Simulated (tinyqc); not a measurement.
# Small-signal admittance of a forward-biased p+-n diode, step by step

Program tinyqc, `OMP_NUM_THREADS=1 python tinyqc.py 2890161 2890162 out.jsonl`; Intel Xeon 2.30GHz, shared host, one thread, about 0.01 s. Printed values are rounded.

Holes injected into a neutral base of width wb with an ohmic contact at its end; low injection, p0 far above the equilibrium density. A small voltage v exp(i w t), w = 2 pi f, modulates the edge density by p0 v/Vt, and the small-signal density obeys Dp d2p/dx2 = (1/tau + i w) p.

Parameters, values chosen for the exercise; permittivity close to that of silicon:
- T = 350 K (temperature)
- eps_r = 11.7 (relative permittivity)
- Nd = 8.3e16 cm^-3 (donor density of the base)
- Dp = 12 cm^2/s (hole diffusion coefficient)
- tau = 3e-6 s (hole lifetime)
- wb = 26 um (width of the neutral base)
- p0 = 7.1e14 cm^-3 (excess hole density at the junction edge)
- Na = 8e19 cm^-3 (acceptor density of the p+ side)
- f = 1.6e5 Hz (signal frequency)

Constants: q = 1.602176634e-19 C, kB = 1.380649e-23 J/K, Vt = kB T/q, eps0 = 8.8541878128e-14 F/cm where lengths are in cm. Results are converted to the units shown.

## Closed-form admittance

L = sqrt(Dp tau); direct current J = (q Dp p0/L) coth(wb/L); k = sqrt(1 + i w tau)/L; diffusion admittance Y = (q Dp p0/Vt) k coth(k wb) = G + i w C_diff; junction capacitance C_j = sqrt(q eps0 eps_r Nd/(2 Vr)) in the depletion approximation, with the remaining barrier Vr = Vt ln(Na/p0), a rough value under forward bias; base-width modulation is left out.

L = 60 um
J = 0.557479 A/cm^2
k wb = 0.626267+0.452143i
Y = 18.6010+3.1998i S/cm^2
C_diff = 3.18288 uF/cm^2
C_j = 0.140118 uF/cm^2

G is 1.01 times its low-frequency value J/Vt, and C_diff is 22.7 times C_j.

## The same by finite differences

8 equal intervals, h = wb/8; u = small-signal density over its edge value, u_0 = 1, u_8 = 0; u_(i-1) + b u_i + u_(i+1) = 0 with b = -2 - h^2 (1/tau + i w)/Dp; Y = (q Dp p0/(Vt h)) (-b/2 - u_1), which includes the half box at the edge.

b = -2.00293-0.00885i
u, node 1 to 7: [0.867851-0.018749i, 0.738414-0.029873i, 0.611409-0.034550i, 0.486502-0.033919i, 0.363324-0.029082i, 0.241468-0.021116i, 0.120508-0.011075i]
Y on the mesh = 18.6073+3.2271i S/cm^2

Against the closed form the real part is 0.034 % above it and the imaginary part 0.85 % above it; |k h| = 0.097.
